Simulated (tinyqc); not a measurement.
# Worked calculation: van der Pauw, Hall and four-point-probe measurements on a doped layer

Computed by the program tinyqc: `OMP_NUM_THREADS=1 python tinyqc.py 2850227 2850228 out.jsonl`, one thread of a shared Intel Xeon 2.30GHz, about 0.01 s for the whole run. Printed values are rounded.

A uniform p-type layer with sheet resistance Rs = 1/(q ns mu), point contacts, low field (mu B small).

Inputs (values chosen for the exercise):
- ns = 9.4e13 cm^-2 (sheet density of the layer)
- mu = 20 cm^2/(V s) (drift mobility)
- rH = 1.18 (Hall factor)
- B = 0.55 T (magnetic field)
- I = 100 uA (current)
- ar = 1.87 (side ratio a/b of a rectangular sample with corner contacts)
- t = 290 nm (thickness of the layer)

Constants: q = 1.602176634e-19 C. Results are converted to the units shown.

## Resistances and Hall voltage

Rs = 1/(q ns mu). For a rectangle with contacts at the corners, RA = (8 Rs/pi) sum_(k>=0) ln coth((2k + 1) pi a/(2 b)) with current along a short side b and voltage along the opposite one, RB the same with a and b exchanged; Hall voltage VH = rH B I/(q ns), negative for electrons.

Rs = 3319.952 ohm/square
RA = 47.50318 ohm
RB = 3301.963 ohm
VH = 0.4309297 mV

RB/RA = 69.5; for a square both equal Rs ln 2/pi = 732 ohm.

## Starting value

z = 2 ln 2/(pi (RA + RB)), exact for RA = RB.

z at the start = 0.1317437 mS

## Iteration 1: new z

The van der Pauw equation exp(-pi RA z) + exp(-pi RB z) = 1 is solved for z = 1/Rs: e1 = exp(-pi RA z), e2 = exp(-pi RB z), f = e1 + e2 - 1, f' = -pi (RA e1 + RB e2), z(new) = z - f/f'.

e1 = 0.9805312
e2 = 0.2549639
f = 0.2354950
f' = -2.791178 kohm
z after iteration 1 = 0.2161149 mS

## Iteration 2: new z

As before.

e1 = 0.9682625
e2 = 0.1062616
f = 0.07452408
f' = -1.246796 kohm
z after iteration 2 = 0.2758874 mS

## Iteration 3: new z

As before.

e1 = 0.9596638
e2 = 0.05716023
f = 0.01682406
f' = -0.7361633 kohm
z after iteration 3 = 0.2987411 mS

## Course of the iteration

Stop when the step is below 1e-10 mS, or after 40 iterations.

Course of the iteration:

| iteration | z before the step (mS) | step (mS) |
|---|---|---|
| 1 | 0.1317437 | 0.0844 |
| 2 | 0.2161149 | 0.0598 |
| 3 | 0.2758874 | 0.0229 |
| 4 | 0.2987411 | 2.44e-3 |
| 5 | 0.3011851 | 2.41e-5 |
| 6 | 0.3012092 | 2.31e-9 |
| 7 | 0.3012092 | < 1e-14 |

Converged in 7 iterations.

## Sheet density, mobility and bulk values

converged z = 0.3012092 mS

Rs = 1/z; Hall sheet density B I/(q |VH|); Hall mobility |VH|/(Rs B I); true values ns = rH times the Hall density, mu = Hall mobility/rH; bulk density ns/t, resistivity Rs t; correction factor F = Rs/[(pi/ln 2)(RA + RB)/2].

Rs = 3319.952 ohm/square
Hall sheet density = 7.966102e13 cm^-2
Hall mobility = 23.6 cm^2/(V s)
ns = 9.4e13 cm^-2
mu = 20 cm^2/(V s)
bulk density = 3.241379e18 cm^-3
resistivity = 0.09627860 ohm cm
F = 0.4373828

Taking the mean of RA and RB without F would overstate Rs by 130 %.
